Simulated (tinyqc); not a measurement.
Surface approximation against the full path: Rutherford backscattering from a thin compound film on silicon: kinematics, yields, composition and thickness. Computed by tinyqc, a small Python program. Command: `OMP_NUM_THREADS=1 python tinyqc.py 3016656 3016657 out.jsonl rbs walk`. One thread of a shared host (Intel(R) Xeon(R) Processor @ 2.30GHz), about 0.01 s of CPU time with the checks.

Singly charged helium ions (Z1 = 2, M1 = 4.0026 u) enter at the tilt angle a1 to the normal and leave at a2 = |180 - theta - tilt| in the same plane. The film is A B_x.

Inputs (values chosen for the exercise, modelled on a helium beam on SiGe): beam energy E0 = 2.3 MeV; scattering angle theta = 170 degrees; tilt of the sample = 0 degrees; heavy element: mass M_A = 72.6 u; heavy element: stopping eps_A at 2 MeV = 75.7 1e-15 eV cm^2; light element: mass M_B = 28.09 u; light element: stopping eps_B at 2 MeV = 47.1 1e-15 eV cm^2; atoms of B per atom of A, x = 2.85; atomic density of the film = 47.3 1/nm^3; film thickness d = 7.3 nm; detector resolution (FWHM) = 17 keV.

Method:
- Kinematic factor K = [(sqrt(M^2 - M1^2 sin^2 theta) + M1 cos theta)/(M + M1)]^2.
- Surface edges lie at K E0; substrate silicon has M = 28.09 u. Mass resolution at M_A = resolution/(E0 dK/dM).
- Stopping per atom eps(E) = eps(2 MeV) (E/2 MeV)^(-0.4) (a law chosen for the exercise); Bragg rule eps_film = (eps_A + x eps_B)/(1 + x); areal density N d, with 1/nm^2 = 0.1 x 1e15/cm^2.
- Width of the signal of element i: [K_i eps(E0)/cos a1 + eps(K_i E0)/cos a2] N d; depth resolution = resolution x d/width of A; energy lost on the way in = eps(E0) N d/cos a1.
- Surface approximation as above. Full path: dE/ds = -eps(E) integrates to E^1.4 = E(start)^1.4 - 1.4 eps(2 MeV) 2000^0.4 s (keV), applied in (s = N d/cos a1), then K, then out (s = N d/cos a2); width = K E0 - exit energy. The last column is the error in thickness if the full width is read with the surface formula.

energy lost on the way in = 1.78045 keV

widths (keV): A 3.40365, B 3.27783

surface edges (keV): A 1847.50, B 1301.30, Si 1301.30

kinematic factors: A 0.803259, B 0.565784, Si 0.565784

Widths (keV):
```
d (nm)  A, surface  A, full  B, full  error (%)
5             2.33     2.33     2.25     0.0253
10            4.66     4.66     4.49     0.0506
20            9.33     9.33     8.99     0.1013
50           23.31    23.37    22.53     0.2543
100          46.63    46.86    45.22     0.5125
150          69.94    70.48    68.07     0.7748
200          93.25    94.22    91.10     1.0413
300         139.88   142.10   137.68     1.5875
```

What does the comparison show, and why?

The error grows roughly in proportion to thickness, from 0.03 % to 1.6 %, because the ion slows and the stopping rises along the path. The signals of A and B would overlap once the width of A exceeds the gap between the edges, 546 keV. Caution: the silicon signal of the film merges with that of the substrate, so only the width of A can be read directly.
